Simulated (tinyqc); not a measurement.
Optical constants across the spectrum: Lorentz oscillators and the Kramers-Kronig relations.

eps(E) = 1 + sum_j S_j/(E0_j^2 - E^2 - i G_j E).

n + i k = sqrt(eps1 + i eps2) with k >= 0; R = ((n - 1)^2 + k^2)/((n + 1)^2 + k^2) at normal incidence from vacuum; alpha = 2 E k/(hbar c), times 1e8 for 1/cm; loss function Im(-1/eps) = eps2/(eps1^2 + eps2^2).

Constants: hbar c = 1973.269805 eV angstrom.

Values chosen for the exercise: E0 = (5.81, 7.18) eV (resonances); G = (1.09, 1.07) eV (widths); S = (56.9, 122.8) eV^2 (strengths).

Spectrum:
```
E (eV)    eps1    eps2      n      k      R   loss
1.08     5.180   0.119  2.276  0.026  0.152  0.004
2.55     5.782   0.375  2.406  0.078  0.171  0.011
4.01     7.445   1.163  2.737  0.212  0.219  0.020
5.48    10.589   8.305  3.467  1.198  0.352  0.046
6.95     3.982  15.468  3.159  2.448  0.457  0.061
8.42    -5.660   2.786  0.569  2.446  0.730  0.070
9.89    -2.386   0.722  0.231  1.562  0.766  0.116
11.36   -1.134   0.319  0.148  1.075  0.760  0.230
12.83   -0.500   0.176  0.123  0.718  0.724  0.625
14.29   -0.128   0.110  0.143  0.385  0.607  3.879
15.76    0.117   0.074  0.358  0.104  0.228  3.855
17.23    0.287   0.053  0.538  0.049  0.091  0.619
```

Among the energies listed the largest values are at (eV): eps2 6.95; n 5.48; k 6.95; R 9.89; loss 14.29. eps1 crosses zero at 7.12 and 14.98 eV; the last crossing is upward and marks the plasmon, against sqrt(sum S) = 13.41 eV for free electrons.

Program tinyqc; command `OMP_NUM_THREADS=1 python tinyqc.py 1682338 1682339 out.jsonl`; about 0.1 s on one thread of a shared Intel(R) Xeon(R) Processor @ 2.30GHz.
